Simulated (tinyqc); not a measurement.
Surface potential of a MOS transistor: implicit equation and explicit approximations: accuracy of the approximations against gate voltage.

p-type body, charge-sheet picture, depletion and inversion only, full ionisation (an idealisation for deep acceptors), Boltzmann statistics (rough once Na exp(x - xn) passes about Nc/7). In units of Vt: xg = (Vg - Vfb)/Vt, x = psi/Vt, G = gamma/sqrt(Vt), xn = (2 phiF + Vc)/Vt. The implicit equation is (xg - x)^2 = G^2 [x - 1 + exp(x - xn)] for x above about 3. Cox = eps0 eox/tox.

ni = sqrt(Nc Nv) exp(-Eg/(2 Vt)), Eg in volts; phiF = Vt ln(Na/ni); gamma = sqrt(2 q eps0 eps_r Na)/Cox; VT = Vfb + Vt (xn + G sqrt(xn - 1)). Depletion value a = 1 + [sqrt(G^2/4 + xg - 1) - G/2]^2; inversion value b = xn + ln[(xg - xn)^2/G^2 - xn + 1] and first guess y = min(a, b) - ln(1 + exp(-|a - b|)) if a > xn + 1, else b = y = a; one second-order correction with D = exp(y - xn), p = 2 (xg - y) + G^2 (1 + D), w = (xg - y)^2 - G^2 (y - 1 + D): z = y + 2 w/(p + sqrt(p^2 - 2 (2 - G^2 D) w)), or the Newton step z = y + w/p where the root is not real. N_inv = (Cox Vt G/q) [sqrt(x - 1 + exp(x - xn)) - sqrt(x - 1)] at the root. Lambert form (Cox m Vt/q) W0[(G/(2 m sqrt(xn - 1))) exp((Vg - VT)/(m Vt))], m = 1 + G/(2 sqrt(xn - 1)). Errors under 1e-4 mV, and the linear form below VT, are printed as 0.

Values chosen for this exercise; band and dielectric values close to those of silicon:
```
symbol,value,unit,meaning
T,350,K,temperature
Eg,1.1,eV,band gap
eps_r,11.5,,relative permittivity
Nc,3.59e19,cm^-3,conduction-band density of states at T
Nv,3.35e19,cm^-3,valence-band density of states at T
eox,7.37,,relative permittivity of the gate insulator (close to silicon nitride)
tox,2.8,nm,insulator thickness
Na,1.6e18,cm^-3,acceptor density
Vfb,-0.61,V,flat-band voltage
Vc,1,V,channel-body voltage
```

Constants: q = 1.602176634e-19 C, kB = 1.380649e-23 J/K, Vt = kB T/q, eps0 = 8.8541878128e-14 F/cm where lengths are in cm. Results are converted to the units shown.

Accuracy of the approximations against gate voltage:
```
Vg (V)  psi (V)    x - xn  error of y (mV)  error of z (mV)  N_inv (cm^-2)  Cox (Vg - VT)/q (cm^-2)  Lambert form (cm^-2)
1.33      1.557    -11.85                0                0        3.914e5                        0               3.308e5
1.53      1.735    -5.944          8.39e-3                0        1.366e8                        0               1.280e8
1.73      1.912  -0.09254             2.78         -3.56e-4       4.503e10                        0              4.515e10
1.93      2.016     3.364             22.6            -4.87       1.269e12                 2.909e12              1.310e12
2.13      2.052     4.566             17.6            -1.83       3.593e12                 5.818e12              3.711e12
2.33      2.073     5.255             13.6           -0.680       6.167e12                 8.728e12              6.357e12
2.53      2.088     5.748             11.3           -0.356       8.836e12                 1.164e13              9.092e12
2.73      2.100     6.136             9.75           -0.219       1.156e13                 1.455e13              1.187e13
2.93      2.109     6.457             8.65           -0.148       1.431e13                 1.746e13              1.468e13
```

psi rises from 1.56 to 2.11 V and ends 6.5 Vt above 2 phiF + Vc. Among the rows the first guess is off by at most 23 mV (at Vg = 1.93 V) and the corrected value by at most 4.9 mV. In the last row the linear form is 22 % above N_inv and the Lambert form 2.6 % above it; in the first row the Lambert form is 15 % below it. For Vg = 1.93, 2.13, 2.33, 2.53, 2.73, 2.93 the electron quasi-Fermi level lies less than 2 Vt below the band edge at the surface, or above it, where degeneracy and confinement, left out, matter.

Program tinyqc, `OMP_NUM_THREADS=1 python tinyqc.py 2122188 2122189 out.jsonl`; Intel Xeon 2.30GHz, shared host, one thread, about 0.01 s.
